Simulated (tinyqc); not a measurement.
Static screening by free carriers: one step. Lindhard function at one q. Four cases, with inputs chosen for the exercise.

Task: Compare with Thomas-Fermi, 1 + (qTF/q)^2.

Lindhard at zero temperature: eps(q)/eps = 1 + (qTF/q)^2 L(x), x = q/(2 kF), L(x) = 1/2 + ((1 - x^2)/(4x)) ln|(1 + x)/(1 - x)|.

Case 1.

Values chosen (out of a larger set: a free-electron density near that of Ag; not measured data): q = 4.13 1/angstrom (wave vector).

kF = 1.207079 1/angstrom
qTF = 1.704207 1/angstrom

Case 2.

Values chosen (out of a larger set: near those of GaN; not measured data): q = 0.141 1/angstrom (wave vector).

kF = 0.08535195 1/angstrom
qTF = 0.06569439 1/angstrom

Case 3.

Values chosen (out of a larger set: a free-electron density near that of Ag; not measured data): q = 3.2 1/angstrom (wave vector).

kF = 1.190598 1/angstrom
qTF = 1.692533 1/angstrom

Case 4.

Values chosen (out of a larger set: a free-electron density near that of Al; not measured data): q = 5.94 1/angstrom (wave vector).

kF = 1.759596 1/angstrom
qTF = 2.057600 1/angstrom

Give: x; L(x); eps(q)/eps, Lindhard; eps(q)/eps, Thomas-Fermi.

Result:

Case 1.

x = 1.7107
L(x) = 0.1231
eps(q)/eps, Lindhard = 1.021
eps(q)/eps, Thomas-Fermi = 1.170

The carriers respond with 12 % of their long-wave strength at this q, beyond 2 kF, where no pair of states on the Fermi surface is joined by q.

Case 2.

x = 0.8260
L(x) = 0.7261
eps(q)/eps, Lindhard = 1.158
eps(q)/eps, Thomas-Fermi = 1.217

The carriers respond with 73 % of their long-wave strength at this q.

Case 3.

x = 1.3439
L(x) = 0.2122
eps(q)/eps, Lindhard = 1.059
eps(q)/eps, Thomas-Fermi = 1.280

The carriers respond with 21 % of their long-wave strength at this q, beyond 2 kF, where no pair of states on the Fermi surface is joined by q.

Case 4.

x = 1.6879
L(x) = 0.1268
eps(q)/eps, Lindhard = 1.015
eps(q)/eps, Thomas-Fermi = 1.120

The carriers respond with 13 % of their long-wave strength at this q, beyond 2 kF, where no pair of states on the Fermi surface is joined by q.

Computed by tinyqc, one run a case: `OMP_NUM_THREADS=1 python tinyqc.py N N+1 out.jsonl` with N = 1680252, 1680351, 1680513, 1680660; one thread of a shared Intel(R) Xeon(R) Processor @ 2.30GHz, about 0.01 s a run at most.
